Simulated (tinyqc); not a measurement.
What the s* orbital does: sp3s* tight binding.

sp3s* tight binding, nearest neighbours only: anion (a) at 0, cation (c) at a/4 (1,1,1), orbitals s, px, py, pz, s* on each; k in units of 2 pi/a. With phases e_j = exp(i (pi/2) k.n_j) for n = (1,1,1), (1,-1,-1), (-1,1,-1), (-1,-1,1): g0 = (e1+e2+e3+e4)/4, g1 = (e1+e2-e3-e4)/4, g2 = (e1-e2+e3-e4)/4, g3 = (e1-e2-e3+e4)/4. The diagonal holds the levels Esa, Epa, Exa (s*) and Esc, Epc, Exc. Anion-cation block: <sa|sc> = Vss g0; <sa|xc> = Vsapc g1; <xa|sc> = -Vscpa g1; <xa|xc> = Vxx g0; <xa|yc> = <ya|xc> = Vxy g3, <xa|zc> = <za|xc> = Vxy g2, <ya|zc> = <za|yc> = Vxy g1; <s*a|xc> = Vxapc g1; <xa|s*c> = -Vpaxc g1; y and z take g2 and g3 in place of g1; s-s* and s*-s* vanish.

Inputs chosen for the exercise (near a published set for GaP, fitted to gaps, whose masses and valley positions are rough; not measured data):
```
symbol  value   unit  meaning
Esa     -8.149  eV    s level of the anion
Epa     1.138   eV    p level of the anion
Esc     -2.193  eV    s level of the cation
Epc     4.087   eV    p level of the cation
Exa     8.431   eV    s* level of the anion
Exc     7.224   eV    s* level of the cation
Vss     -7.388  eV    s-s
Vxx     2.163   eV    px-px
Vxy     5.153   eV    px-py
Vsapc   4.306   eV    s anion, p cation
Vscpa   6.27    eV    s cation, p anion
Vxapc   4.693   eV    s* anion, p cation
Vpaxc   5.058   eV    p anion, s* cation
```

The s* couplings Vxapc and Vpaxc are scaled by f; f = 0 is the plain sp3 model. Gaps from the top of the valence band at Gamma; the Delta value is the minimum on (x,0,0), 0.5 <= x <= 1.

Gaps (eV):
```
f,Gamma,Delta,L,x of the minimum
0.00,2.7999,4.7637,3.6394,0.500
0.25,2.7999,4.6397,3.5204,0.500
0.50,2.7999,4.2661,3.2119,1.000
0.75,2.7999,3.3003,2.8022,1.000
0.90,2.7999,2.6954,2.5345,1.000
1.00,2.7999,2.2877,2.3512,1.000
1.10,2.7999,1.8785,2.1645,1.000
```

The gap at Gamma stays, since g1 to g3 vanish there. From f = 0 to 1 the s* levels lower the Delta value by 2.476 eV and L by 1.288 eV. For f = 0 and 0.25 the least value lies at x = 0.5, the end of the range: any valley further out lies above that value until s* has lowered it enough. The lowest of the three is Gamma at f = 0 and the Delta line at f = 1.

Run: tinyqc, `OMP_NUM_THREADS=1 python tinyqc.py 1452273 1452274 out.jsonl`; Intel(R) Xeon(R) Processor @ 2.30GHz, one thread, shared host; about 0.06 s of CPU time with all checks.
